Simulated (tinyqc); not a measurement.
# Worked calculation: band bending at a free surface with one surface level, surface photovoltage and Kelvin probe

Computed by the program tinyqc: `OMP_NUM_THREADS=1 python tinyqc.py 2430103 2430104 out.jsonl`, one thread of a shared Intel Xeon 2.30GHz, about 0.01 s for the whole run. Printed values are rounded.

n-type bulk, xi = Ec - EF = Vt ln(Nc/Nd), p0 = ni^2/Nd, ni = sqrt(Nc Nv) exp(-Eg/(2 Vt)), Eg in volts. b is the upward band bending, u = b/Vt. Space charge per area, in units of q: Qc = sign(b) sqrt((2 eps0 eps_r Vt/q) [(Nd + dn)(exp(-u) - 1) + Nd u + (p0 + dn)(exp(u) - 1)]), with dn the excess density under light (flat quasi-Fermi levels; 0 in the dark). The level holds -Ns f, f = 1/(1 + exp((xi + b - Es)/Vt)). Neutrality: Qc + Qf + (charge of the states) = 0.

Values chosen for this exercise; band and dielectric values close to those of silicon: temperature T = 300 K; band gap Eg = 1.14 eV; relative permittivity eps_r = 11.8; conduction-band density of states at T Nc = 2.78e19 cm^-3; valence-band density of states at T Nv = 2.69e19 cm^-3; electron affinity chi = 4.04 eV; donor density Nd = 4e15 cm^-3; fixed positive charge at the surface Qf = 6.3e10 cm^-2; work function of the probe tip pt = 4.44 eV; density of an acceptor-like surface level Ns = 2.5e11 cm^-2; its depth below the conduction edge Es = 0.47 eV; excess carrier density under light dn = 2.3e12 cm^-3.

Constants: q = 1.602176634e-19 C, kB = 1.380649e-23 J/K, Vt = kB T/q, eps0 = 8.8541878128e-14 F/cm where lengths are in cm. Results are converted to the units shown.

## Bulk quantities

xi, ni, p0, the Debye length sqrt(eps0 eps_r Vt/(q Nd)) and the flat-band work function chi + xi.

xi = 0.228700 eV
ni = 7.26641e9 cm^-3
p0 = 13200.2 cm^-3
Debye length = 64.9198 nm
chi + xi = 4.26870 eV

## Charges against band bending

b, point 0 to 6 (V): [0.067, 0.112, 0.157, 0.202, 0.247, 0.292, 0.336]

Evaluate Qc, the surface charge Qf - Ns f and their sum in the dark; the root lies where the sum changes sign.

Qc, point 0 to 6 (cm^-2): [4.74094e10, 6.71710e10, 8.27341e10, 9.58643e10, 1.07411e11, 1.17833e11, 1.27201e11]
surface charge, point 0 to 6 (cm^-2): [-1.86705e11, -1.85329e11, -1.77766e11, -1.42142e11, -4.82761e10, 3.21643e10, 5.67475e10]
sum, point 0 to 6 (cm^-2): [-1.39296e11, -1.18158e11, -9.50314e10, -4.62779e10, 5.91349e10, 1.49997e11, 1.83948e11]

The sum rises steadily with b, so there is one root; bisection gives b = 0.22427 V.

## Work function and Kelvin-probe reading

converged b = 0.224271 V

Work function chi + xi + b; contact potential difference CPD = (work function of the sample) - pt. Depth of EF below Ec at the surface: xi + b. Depletion width Qc/Nd.

xi + b = 0.452971 eV
Qc = 1.01742e11 cm^-2
Qc/Nd = 254.356 nm
work function = 4.49297 eV
CPD = 52.9711 mV

The level is 65.9 % filled: the Fermi level is pinned at it.

## Surface photovoltage

Under chopped light the surface charge keeps its dark value, so b falls to bL with Qc(bL, dn) = Qc(b, 0); the photovoltage is b - bL. Qc rises with b, so bL follows by bisection.

bL = 0.195590 V
photovoltage = 28.6819 mV
share of b removed = 12.7889 %
excess holes at the surface, dn exp(bL/Vt) = 4.44107e15 cm^-3
